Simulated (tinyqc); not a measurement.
## MOS capacitor on a p-type substrate, surface potential from the exact charge relation: effect of the relative permittivity of the gate insulator on threshold and swing

Uniform p-type substrate, Boltzmann statistics, full ionisation, classical densities. psi is the surface potential against the body (positive when the bands bend down) and u = psi/Vt. Traps are spread evenly over the gap and neutral at flat band, so their charge is -q Dit psi; the minority quasi-Fermi level is shifted by Vb.

ni = sqrt(Nc Nv) exp(-Eg/(2 Vt)), Eg in volts; phiF = Vt ln(N/ni); Cox = eps0 eox/tox; Vfb = phiM - chi - (Eg - Vt ln(Nv/N)) - q Nf/Cox; VT = Vfb + [(2 phiF + Vb)(1 + q Dit/Cox) + sqrt(2 eps0 eps_r q N (2 phiF + Vb))/Cox]. gamma = sqrt(2 eps0 eps_r q N)/Cox; Wm = sqrt(2 eps0 eps_r (2 phiF + Vb)/(q N)); m = 1 + (eps0 eps_r/Wm + q Dit)/Cox; swing m Vt ln 10; Cmin/Cox = 1/(1 + Cox Wm/(eps0 eps_r)).

Values chosen for this exercise; band and dielectric values close to those of gallium nitride:
```
symbol,value,unit,meaning
T,450,K,temperature
Eg,3.36,eV,band gap
eps_r,9.54,,relative permittivity
Nc,4.28e18,cm^-3,conduction-band density of states at T
Nv,8.52e19,cm^-3,valence-band density of states at T
chi,4.09,eV,electron affinity
N,1.2e18,cm^-3,acceptor density of the substrate
tox,3.3,nm,insulator thickness
phiM,4.44,eV,gate work function
Nf,0,cm^-2,"fixed charge at the interface, in units of q"
Dit,0,cm^-2 eV^-1,density of interface traps
Vb,1.3,V,reverse bias of the inversion layer against the body
```

Constants: q = 1.602176634e-19 C, kB = 1.380649e-23 J/K, Vt = kB T/q, eps0 = 8.8541878128e-14 F/cm where lengths are in cm. Results are converted to the units shown.

The same in every row: Vfb (V) = -2.8447; 2 phiF (V) = 3.1454; Wm (nm) = 62.499.

Results:
```
eox  gamma (V^0.5)  VT (V)       m  swing (mV/decade)  Cmin/Cox
3.9        0.54464  2.7490  1.1292             100.82   0.11439
5          0.42482  2.4964  1.1007             98.285  0.091524
7.5        0.28321  2.1978  1.0672             95.287  0.062936
9          0.23601  2.0983  1.0560             94.287  0.053002
15         0.14161  1.8993  1.0336             92.288  0.032490
30        0.070803  1.7500  1.0168             90.789  0.016513
```

Estimate the missing row, eox = 22.

Computed row:
```
eox  gamma (V^0.5)  VT (V)       m  swing (mV/decade)  Cmin/Cox
22        0.096550  1.8043  1.0229             91.334  0.022384
```

With this row back in the table: As eox goes from 3.9 to 30, VT falls from 2.75 to 1.75 V, the swing falls from 101 to 90.8 mV/decade and Cmin/Cox falls from 0.114 to 0.0165. Vfb does not move. m - 1 goes as eox^(-1.00), that is as 1/Cox.

tinyqc, about 0.01 s, one thread, Intel Xeon 2.30GHz (shared host): `OMP_NUM_THREADS=1 python tinyqc.py 2060053 2060054 out.jsonl`
